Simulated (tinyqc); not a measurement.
Inside a calculation. Method: plane-wave Kohn-Sham cycle with exchange-only LDA in a layered model solid. One step of it, computed by the program tinyqc.

Task: Iteration 1: potential. V_H(G) = 4 pi rho(G)/G^2 for G != 0 (uniform background); v_x = -(3 rho/pi)^(1/3); V = V_ext + V_H + v_x; Fourier components f(G_m) = (1/N) sum_j f(x_j) exp(-i G_m x_j).

A solid whose potential varies along x alone (atomic units):

| parameter | value |
|---|---|
| period a | 5.600000 |
| cross-section of the cell | 36.000000 |
| electrons per cell | 4 |
| grid points | 16 |
| plane waves -n..n, n | 2 |
| k points | 1 |
| V1 in V1 cos(2 pi x/a) | -0.540000 |

density at the start, on the grid x_j = j a/N (e/bohr^3): 0.01984127  0.01984127  0.01984127  0.01984127  0.01984127  0.01984127  0.01984127  0.01984127  0.01984127  0.01984127  0.01984127  0.01984127  0.01984127  0.01984127  0.01984127  0.01984127

Give: Potentials on the grid; V(G_m), m = 0, 1, 2, ....

Result:

Potentials on the grid (hartree):

| x | V_ext | V_H | v_x | V |
|---|---|---|---|---|
| 0.0000 | -0.5400 | 0.0000 | -0.2666 | -0.8066 |
| 0.3500 | -0.4989 | 0.0000 | -0.2666 | -0.7655 |
| 0.7000 | -0.3818 | 0.0000 | -0.2666 | -0.6484 |
| 1.0500 | -0.2066 | 0.0000 | -0.2666 | -0.4732 |
| 1.4000 | 0 | 0.0000 | -0.2666 | -0.2666 |
| 1.7500 | 0.2066 | 0.0000 | -0.2666 | -0.0599 |
| 2.1000 | 0.3818 | 0.0000 | -0.2666 | 0.1152 |
| 2.4500 | 0.4989 | 0.0000 | -0.2666 | 0.2323 |
| 2.8000 | 0.5400 | 0.0000 | -0.2666 | 0.2734 |
| 3.1500 | 0.4989 | 0.0000 | -0.2666 | 0.2323 |
| 3.5000 | 0.3818 | 0.0000 | -0.2666 | 0.1152 |
| 3.8500 | 0.2066 | 0.0000 | -0.2666 | -0.0599 |
| 4.2000 | 0 | 0.0000 | -0.2666 | -0.2666 |
| 4.5500 | -0.2066 | 0.0000 | -0.2666 | -0.4732 |
| 4.9000 | -0.3818 | 0.0000 | -0.2666 | -0.6484 |
| 5.2500 | -0.4989 | 0.0000 | -0.2666 | -0.7655 |

V(G_m), m = 0, 1, 2, ... (hartree): -0.2666  -0.2700  0.0000  0.0000  0.0000
